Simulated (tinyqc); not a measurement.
# Trap density from one capacitance

Question. Traps spread evenly through the insulator exchange electrons with the semiconductor by tunnelling, with tau(x) = t0 exp(2 ka x) at depth x from the interface. The admittance per area Y seen at depth x obeys dY/dx = -Y^2/(i w eps0 eox) + q Nb ln(1 + i w tau)/tau, with Y(0) = i w Cs and w = 2 pi f; the gate sees Y(tox) = G + i w C. Working variable y = Y/(i w), in uF/cm^2. Cox = eps0 eox/tox. Find Nb and G/w.

Values chosen for this exercise: relative permittivity of the insulator eox = 3.98; insulator thickness tox = 5.7 nm; semiconductor capacitance in accumulation Cs = 2.9 uF/cm^2; decay constant of the wave function in the insulator ka = 6.3 1/nm; time constant of a trap at the interface t0 = 2e-11 s; frequency f = 1e5 Hz.

Constants: q = 1.602176634e-19 C, eps0 = 8.8541878128e-14 F/cm where lengths are in cm. Results are converted to the units shown.

C = 0.51743577 uF/cm^2

Solution. C rises steadily with Nb, so one density matches; in practice ka and t0 must come from the frequency dependence.

Nb = 8.30e18 cm^-3 eV^-1
G/w = 0.00156 uF/cm^2

Program tinyqc, `OMP_NUM_THREADS=1 python tinyqc.py 2202016 2202017 out.jsonl`; Intel Xeon 2.30GHz, shared host, one thread, about 0.4 s.
